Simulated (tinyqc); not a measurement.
Inside a calculation. Method: Hueckel theory of the pi electrons, for the molecule Bc1[cH+]c1N (SMILES; centres numbered as the heavy atoms are written). Computed by tinyqc, a small Python program that keeps every step. Settings: charge = 1. Command: `OMP_NUM_THREADS=1 python tinyqc.py 29583 29584 out.jsonl` (the two numbers bound the seeds that draw the settings). One thread of a shared host (Intel(R) Xeon(R) Processor @ 2.60GHz), about 0.01 s of CPU time with the checks.

## The Hueckel matrix

Centres:
```
centre  z_r, pi electrons of the neutral centre          h
1B                                            0  -1.080000
2C                                            1   0.000000
3C                                            1   0.000000
4C                                            1   0.000000
5N                                            2   1.620000
```

Bonds:
```
i  j         k
1  2  0.610000
2  3         1
3  4         1
4  5  0.720000
4  2         1
```

H_rr = alpha + h_r beta, H_rs = k_rs beta for bonded centres.

Hueckel matrix in units of beta (H = alpha + beta A), order 1B, 2C, 3C, 4C, 5N:
$$\begin{pmatrix}
-1.080000 & 0.610000 & 0.000000 & 0.000000 & 0.000000 \\
0.610000 & 0.000000 & 1.000000 & 1.000000 & 0.000000 \\
0.000000 & 1.000000 & 0.000000 & 1.000000 & 0.000000 \\
0.000000 & 1.000000 & 1.000000 & 0.000000 & 0.720000 \\
0.000000 & 0.000000 & 0.000000 & 0.720000 & 1.620000
\end{pmatrix}$$

## Orbitals

pi electrons, sum of z_r less the charge = 4

Diagonalise; E = alpha + x beta with beta < 0, so the largest x are filled first; degenerate levels share their electrons. P = sum n_i c_ri c_si; each orbital has its largest coefficient positive (the first on a tie).

x values: [2.320720, 1.473701, -0.585720, -1.099601, -1.569100]

occupations: [2.000000, 2.000000, 0.000000, 0.000000, 0.000000]

coefficients, order 1B, 2C, 3C, 4C, 5N:
$$\begin{pmatrix}
0.079041 & -0.099895 & 0.660458 & -0.108033 & 0.732050 \\
0.440650 & -0.418198 & 0.535166 & 0.003471 & -0.586961 \\
0.426131 & -0.393565 & -0.437314 & -0.658172 & 0.197700 \\
0.548280 & -0.161799 & -0.279022 & 0.720255 & 0.276749 \\
0.563366 & 0.796278 & 0.091080 & -0.190684 & -0.062481
\end{pmatrix}$$

charge and bond-order matrix P, order 1B, 2C, 3C, 4C, 5N:
$$\begin{pmatrix}
0.032453 & 0.153210 & 0.145994 & 0.118999 & -0.070030 \\
0.153210 & 0.738125 & 0.704726 & 0.618527 & -0.169510 \\
0.145994 & 0.704726 & 0.672962 & 0.594635 & -0.146639 \\
0.118999 & 0.618527 & 0.594635 & 0.653580 & 0.360091 \\
-0.070030 & -0.169510 & -0.146639 & 0.360091 & 1.902881
\end{pmatrix}$$

## Energy, charges, bond orders

E = sum n x; q_r = z_r - P_rr; bond order p = P_rs; free valence = sqrt(3) - sum of p over the bonds of the atom.

pi energy = 4 alpha + this times beta = 7.588841

pi charges: 1B -0.032453, 2C 0.261875, 3C 0.327038, 4C 0.346420, 5N 0.097119

Bond orders and lengths from R = 1.517 - 0.180 p (angstrom, C-C alone):
```
bond         p         R
1-2   0.153210         -
2-3   0.704726  1.390149
3-4   0.594635  1.409966
4-5   0.360091         -
4-2   0.618527  1.405665
```

free valence of the carbons: 2C 0.255587, 3C 0.432690, 4C 0.158797

gap between the highest filled and the next level = 2.059421 |beta|
